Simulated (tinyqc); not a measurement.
Comparisons within one model: shallow donor in an anisotropic valley (effective-mass theory). A value that a table varies takes the place of the one given here.

One valley: H = -c [(d2/dx2 + d2/dy2)/mt + (d2/dz2)/ml] - q/(eps r), c = hbar^2/2m0, q = e^2/(4 pi eps0). Trial function exp(-sqrt((x^2 + y^2)/a^2 + z^2/b^2)) with a > b: T = (c/3)(2/(mt a^2) + 1/(ml b^2)), V = -(q/eps) atan(u/b)/u, u = sqrt(a^2 - b^2). The central cell of the impurity is left out.

Constants: hbar^2/2m0 = 3.80998211 eV angstrom^2; e^2/(4 pi eps0) = 14.39964547 eV angstrom; Ry = 13.60569312 eV; a0 (Bohr radius) = 0.5291772105 angstrom.

Parameters, chosen for this exercise (near those of a group-V donor in Si; not measured data):
```
symbol  value                                unit  meaning
mt      0.189                                m0    transverse mass
eps     11.5                                       dielectric constant
xs      (1.5, 2.5, 2.7, 5, 11, 25, 45, 180)        ratios ml/mt
E0      -30.7                                meV   single-valley level
D0      3.85                                 meV   central-cell shift
D1      2.23                                 meV   coupling of perpendicular valleys
D2      1.51                                 meV   coupling of opposite valleys
ml      0.94                                 m0    longitudinal mass
```

## Mass anisotropy

mt and eps fixed, ml varied. Energies in units of Ry*(mt) = Ry mt/eps^2 and lengths in a*(mt) = a0 eps/mt; the last two columns use one mass, 3/(1/ml + 2/mt) or (ml mt^2)^(1/3).

Results:
```
ml/mt   a/a*    b/a  binding  conductivity mass  density-of-states mass
1.50   0.920  0.866    1.139              1.125                   1.145
2.50   0.835  0.723    1.322              1.250                   1.357
2.70   0.824  0.703    1.350              1.266                   1.392
5.00   0.744  0.567    1.580              1.364                   1.710
11.0   0.665  0.431    1.874              1.435                   2.224
25.0   0.605  0.325    2.167              1.471                   2.924
45.0   0.571  0.266    2.363              1.484                   3.557
180    0.515  0.166    2.762              1.496                   5.646
```

What can be read from the table?

The binding grows from 1.14 to 2.76 Ry*(mt); for ml going to infinity the exact problem becomes two-dimensional, with 4 Ry*. The conductivity mass saturates at 1.5 and underbinds, by 14 % at ml/mt = 5; the density-of-states mass errs by +8 % there and by +104 % in the last row. With these mt and eps one unit is 19.44 meV.

## Strain along [001] (shallow donor in effective-mass theory, with valley-orbit splitting)

Basis: the 1s envelopes of the valleys +x, -x, +y, -y, +z, -z. Diagonal E0 - D0, element -D2 between opposite valleys and -D1 between perpendicular ones. Strain along [001] adds 2 Ds/3 to the z valleys and -Ds/3 to the others.

Ground level, gap to the next level, weight in the z valleys and contact density (sum of amplitudes)^2/6.

Results:
```
Ds (meV)  ground (meV)  gap (meV)  z weight  contact density  ground less band edge (meV)
-120           -116.40       3.36     0.997            0.385                       -36.40
-40             -63.81       4.11     0.971            0.501                       -37.15
-15             -49.01       5.97     0.821            0.755                       -39.01
-5              -45.44       9.06     0.521            0.964                       -42.10
0               -44.98      11.94     0.333            1.000                       -44.98
5               -45.34      10.63     0.200            0.977                       -43.67
15              -47.39       9.35     0.080            0.896                       -42.39
40              -54.73       8.36     0.019            0.789                       -41.40
120             -80.84       7.80     0.003            0.713                       -40.84
```

What does this show, and why?

The scale is the A1-E splitting 6 D1 = 13.4 meV. The contact density is largest without strain and falls to 0.385 and 0.713 at the ends, towards 1/3 (two valleys) and 2/3 (four valleys). The binding below the lowest band edge drops from 45.0 meV to 36.4 meV when the two z valleys are lowest and to 40.8 meV when the four others are, since fewer valleys share the coupling.

## What each parameter does

The minimum of the trial energy. Each row changes one parameter from the base and keeps the others.

Results:
```
case           E (meV)  a (angstrom)  b (angstrom)    b/a
base            -30.68         23.97         13.61  0.568
ml = 0.752 m0   -29.06         24.83         15.25  0.614
mt = 0.17 m0    -28.29         26.22         14.35  0.547
eps = 12.7      -25.16         26.47         15.03  0.568
```

What can be read from the table?

The largest shifts from the base row, up to three for each result and ties (the steps differ in size, so this ranks the rows, not the parameters). E (meV): eps +5.52, mt +2.39, ml +1.62. a (angstrom): eps +2.50, mt +2.25, ml +0.86. b (angstrom): ml +1.63, eps +1.42, mt +0.74. b/a: ml +0.046, mt -0.021; unchanged at the printed digits by eps. eps only rescales the solution (E as 1/eps^2, lengths as eps), so b/a depends on ml/mt alone.

Run: tinyqc, `OMP_NUM_THREADS=1 python tinyqc.py 1250248 1250249 out.jsonl`; Intel(R) Xeon(R) Processor @ 2.30GHz, one thread, shared host; about 0.01 s of CPU time with all checks.
